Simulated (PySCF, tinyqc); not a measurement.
Inside a calculation. Method: RHF in the sto-3g basis, for BeH+, spin multiplicity 1. The lowest restricted solution is unstable here: a spin-polarised one lies 0.0301 hartree lower (PySCF). One step of it, computed by the program tinyqc.

Task: Iteration 2: DIIS coefficients. Solve [B -1; -1 0][c; lambda] = [0; -1] for the coefficients, which sum to one.

B (overlaps of the stored error matrices):
```
[[3.3819603e-01, 3.5462756e-02],
 [3.5462756e-02, 6.5009413e-03]]
```

Give: DIIS coefficients.

Result:

DIIS coefficients: [-0.1058, 1.1058]
